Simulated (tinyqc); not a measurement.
From order parameter eta back to ordering energy w = (e_AA + e_BB)/2 - e_AB: order-disorder in a binary alloy on two sublattices: Bragg-Williams and pair (quasi-chemical) approximations. Computed by tinyqc, a small Python program. Command: `OMP_NUM_THREADS=1 python tinyqc.py 3028741 3028742 out.jsonl order inv`. One thread of a shared host (Intel(R) Xeon(R) Processor @ 2.30GHz), about 0.01 s of CPU time with the checks.

All z = 8 neighbours of a site lie on the other sublattice. B fills the sublattices with x + eta/2 and x - eta/2; energies are per site, from the pure components: u = -z w y with y the probability of an A-B bond taken in one order.

Inputs (values chosen for the exercise, for a model alloy): fraction x of B = 0.38; temperature T = 577 K.

Lattice: bcc (B2 order, z = 8). Method: Newton steps.

Constants: k_B = 8.617333262e-05 eV/K.

Method. Bragg-Williams: u = -z w [x (1 - x) + eta^2/4]; minimising f gives ln[a (1 - b)/(b (1 - a))] = 2 z w eta/(k_B T) =: ln Q, a = x + eta/2, b = x - eta/2. For given Q this is a quadratic for eta, (Q - 1) eta^2/4 - (Q + 1) eta/2 + (Q - 1) x (1 - x) = 0, smaller root: the map eta -> phi(eta). Newton steps on phi(eta) - eta, with the slope by central differences of 1e-6; start at 0.999 times 2x; stop when |phi - eta| < 1e-10.

Question. A run gave the result below. Find the ordering energy w = (e_AA + e_BB)/2 - e_AB, known to lie between 14 and 27 meV.

order parameter eta = 0.6302378

Answer.

Each step takes the trial c = (a f_b - b f_a)/(f_b - f_a), f being the result less the target and a, b, c the logarithms of the listed values; c replaces end b, the old b replaces a if the sign of f changed, and otherwise f_a is halved.

Scan of the range:

| ordering energy w = (e_AA + e_BB)/2 - e_AB (meV) | order parameter eta |
|---|---|
| 14.0 | 0.350916 |
| 15.6 | 0.540424 |
| 17.4 | 0.637227 |
| 19.4 | 0.691889 |
| 21.7 | 0.723998 |
| 24.2 | 0.741456 |
| 27.0 | 0.750977 |

False position (Illinois rule, in the logarithm of the input) inside the bracket:

| step | end a | end b | trial | order parameter eta |
|---|---|---|---|---|
| 1 | 15.6000 | 17.4000 | 17.2634 | 0.631963 |
| 2 | 15.6000 | 17.2634 | 17.1988 | 0.629384 |
| 3 | 17.2634 | 17.1988 | 17.2201 | 0.630243 |
| 4 | 17.1988 | 17.2201 | 17.2200 | 0.630238 |
| 5 | 17.1988 | 17.2200 | 17.2200 | 0.630238 |
| 6 | 17.2200 | 17.2200 | 17.2200 | 0.630238 |

Order parameter eta rises at every point of a 13-point scan of the range (every second point is shown), so one value fits; it is bracketed by 15.6 and 17.4. Answer: ordering energy w = (e_AA + e_BB)/2 - e_AB = 17.22 meV.

Caution: T is near or above the T_c of the better pair approximation, so the true long-range order is lower than Bragg-Williams gives.
